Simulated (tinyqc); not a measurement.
Changing the trap depth phi_t: leakage through a gate insulator: direct, Fowler-Nordheim, trap-assisted and Poole-Frenkel currents. Computed by tinyqc, a small Python program. Command: `OMP_NUM_THREADS=1 python tinyqc.py 3004026 3004027 out.jsonl oxideleak sweep`. One thread of a shared host (Intel(R) Xeon(R) Processor @ 2.30GHz), about 0.01 s of CPU time with the checks.

Electrons enter from the cathode Fermi level at x = 0; the conduction band of the insulator lies phi_b - e F x above it, F = V/t. WKB exponents use a parabolic band with mass m.

Inputs (values chosen for the exercise, with an insulator like Al2O3):
```
quantity,value,unit
thickness t,8.8,nm
barrier phi_b,2.17,eV
tunnelling mass m,0.35,m_0
static constant eps_ox,8.86,-
optical constant eps_opt,3.1,-
voltage across the insulator V,1.8,V
trap density N_t,7.2e+17,cm^-3
attempt rate nu_0,1e+12,1/s
activation of capture E_a,0.21,eV
temperature T,300,K
```

Constants: hbar^2/(2 m_0) = 3.80998212 eV angstrom^2; e = 1.602176634e-19 C; hbar = 1.054571817e-34 J s; k_B = 8.617333262e-05 eV/K; eps_0 = 8.8541878128e-12 F/m.

Method:
- For a level a distance phi(x) below the band, the WKB exponent is 2 int kappa dx with kappa = sqrt(m phi/(hbar^2/2m_0)); for a linear barrier from phi_1 down to phi_2 = max(phi_1 - e F d, 0) it is G = (4/3) sqrt(m/(hbar^2/2m_0)) (phi_1^(3/2) - phi_2^(3/2))/(e F).
- J_tun = e^3 F^2/(16 pi^2 hbar m phi_b) x exp(-G) / [1 - sqrt(phi_2/phi_b)]^2 with the free-electron mass in the cathode (m in m_0), phi_2 = max(phi_b - e V, 0): direct tunnelling for e V < phi_b, Fowler-Nordheim above. Image forces, back-flow and the limit on supply are left out, so J_tun is overstated below about 0.5 V.
- Equivalent oxide thickness = 3.9 t/eps_ox.
- A trap at depth x lies phi_t below the band. Capture: tunnel at the cathode Fermi level from 0 to x (G_in from phi_1 = phi_b), rate nu_0 exp(-G_in - E_c/k_B T) with E_c = E_a + max(phi_b - phi_t - e F x, 0), the last term being the height of the trap above the cathode Fermi level. Emission: tunnel from the trap level to the anode (G_out from phi_1 = phi_t over t - x), rate nu_0 exp(-G_out - E_a/k_B T). Re-emission to the cathode follows from detailed balance, rate_back = rate_in exp(dE/k_B T) with dE = phi_b - phi_t - e F x. Each trap passes R = rate_in rate_out/(rate_in + rate_back + rate_out) electrons per second; filling from the anode is left out.
- J_TAT = e N_t int_0^t R dx by the midpoint rule on 400 intervals; the most effective depth is the midpoint with the largest R, rounded to 0.01 nm.
- Poole-Frenkel emission over the lowered barrier of a charged trap: lowering sqrt(e F/(pi eps_opt eps_0)); J_PF = e N_t^(2/3) nu_0 exp(-(phi_t - lowering)/k_B T), one sheet of traps emitting with supply unlimited (an upper bound).
- J = J_tun + J_TAT (the Poole-Frenkel bound is not added); the ratio J/J_tun is the excess that stress-made traps add.

One run for each value:
```
trap depth phi_t (eV),trap-assisted current J_TAT (A/cm^2),most effective depth (nm),Poole-Frenkel bound J_PF (A/cm^2),J/J_tun
0.73,1.774e-22,7.03,1.594e+03,1.000e+00
0.92,3.679e-20,6.10,1.025e+00,1.047e+00
1.10,9.650e-18,5.22,9.702e-04,1.330e+01
1.30,5.056e-15,4.24,4.236e-07,6.446e+03
1.50,7.398e-14,3.69,1.850e-10,9.430e+04
1.70,1.299e-14,3.95,8.078e-14,1.656e+04
1.90,2.871e-15,4.17,3.527e-17,3.660e+03
2.10,8.347e-16,4.35,1.540e-20,1.065e+03
```

Over the rows, trap-assisted current J_TAT (A/cm^2) goes from 1.77e-22 through a maximum among these rows, 7.40e-14 at 1.50, to 8.35e-16; most effective depth (nm) goes from 7.03 through a minimum among these rows, 3.69 at 1.50, to 4.35; Poole-Frenkel bound J_PF (A/cm^2) falls from 1590 to 1.54e-20 (exponent d ln y / d ln x -32 between the first rows and -77 between the last). Shallow traps lie below the cathode Fermi level only far from the cathode, if at all, and fill poorly, deep ones empty slowly, so an intermediate depth passes most current. Left out: 0.540 (the Poole-Frenkel lowering exceeds 85 % of the trap depth).

Caution (rows 0.730, 0.920, 1.10, 2.10): a current below about 1e-15 A/cm^2 is not measurable. Caution (all rows): the film is too thin for the Poole-Frenkel picture (the lowering is a large part of the whole drop, or the traps are further apart than the film is thick), so J_PF is only nominal.

Extremes, crossings and ranges named in words are read from the listed rows.
